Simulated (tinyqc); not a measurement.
Worked calculation: defect-molecule model of a vacancy with Jahn-Teller distortion. Values are carried at full precision from step to step, so a last printed digit may differ when a step is redone from the rounded ones.

Four dangling hybrids a, b, c, d point into the vacancy: H_ii = E0, and -gm between any two. A tetragonal distortion Q pairs a with b and c with d: those two couplings become -gm - I Q and the other four -gm + I Q/2, at an elastic cost k Q^2/2. The a1 level holds two electrons; charge states 2+, + and 0 put n = 0, 1, 2 more into the lowest level of t2 origin. Energy from the 2+ state at Q = 0, with the Fermi level mu counted from Ev: W_n(Q) = n (et - 2 I Q) + k Q^2/2 + Uc n (n - 1)/2 - n mu. et = E0 + gm is the undistorted t2 level.

Parameters, chosen for this exercise (of the size used for the vacancy in silicon; not measured data):
- E0 = -0.14 eV (level of a dangling hybrid, from Ev)
- gm = 0.42 eV (coupling between two dangling hybrids)
- I = 1.05 eV/angstrom (Jahn-Teller coupling)
- k = 15.2 eV/angstrom^2 (force constant of the mode)
- Uc = 0.18 eV (repulsion of two electrons in one orbital)
- Q = 0.11 angstrom (a trial distortion)

## The molecule at a trial distortion

Fill in H at Q.

H (eV):
```
         a        b        c        d
a  -0.1400  -0.5355  -0.3623  -0.3623
b  -0.5355  -0.1400  -0.3623  -0.3623
c  -0.3623  -0.3623  -0.1400  -0.5355
d  -0.3623  -0.3623  -0.5355  -0.1400
```

## One-electron levels

Diagonalise. By symmetry: a + b + c + d at E0 - 3 gm, a + b - c - d at E0 + gm - 2 I Q, and the pair a - b, c - d at E0 + gm + I Q.

levels (eV): -1.4000  0.0490  0.3955  0.3955

The t2 triplet has split by 3 I Q = 0.3465 eV, and its centre has stayed.

## Relaxed charge states

Minimise W_n over Q: Q_n = 2 n I/k, gain n^2 E_JT with E_JT = 2 I^2/k. W_n at mu = 0 is n et - n^2 E_JT + Uc n (n - 1)/2.

E_JT = 0.1451 eV

States:
```
n  charge  Q_n (angstrom)  gain (eV)  W_n (eV)
0      2+          0.0000     0.0000    0.0000
1       +          0.1382     0.1451    0.1349
2       0          0.2763     0.5803    0.1597
```

## Transition levels and the effective U

From the energies W_n of the relaxed states with n = 0, 1, 2 electrons: E(2+/+) = W1 - W0, E(+/0) = W2 - W1, U_eff = E(+/0) - E(2+/+), E(2+/0) = (W2 - W0)/2.

levels above Ev (eV): (2+/+) 0.1349, (+/0) 0.0248, (2+/0) 0.0799

U_eff = -0.1101 eV

U_eff < 0: the second electron is bound more strongly than the first, the + state is never the lowest, and the charge changes by two at 0.0799 eV.

## Vertical against thermal levels

At fixed Q the level for adding the first electron is et - 2 I Q. Capture into 2+ at Q0 = 0 costs et; removal from + at Q1 = 2 I/k takes place at et - 2 E_JT, E_JT = 2 I^2/k; the thermal level lies between, and the Franck-Condon shift is E_JT on each side. et = E0 + gm.

levels (eV): vertical at Q0 0.2800, thermal 0.1349, vertical at Q1 -0.0101

Stokes shift = 0.2901 eV

## Checks

- W2 from the formula against a numerical minimum over Q with the level from H(Q): both 0.15974.

(tinyqc, `OMP_NUM_THREADS=1 python tinyqc.py 1482774 1482775 out.jsonl`, Intel(R) Xeon(R) Processor @ 2.30GHz, 1 thread, shared host, about 0.01 s.)
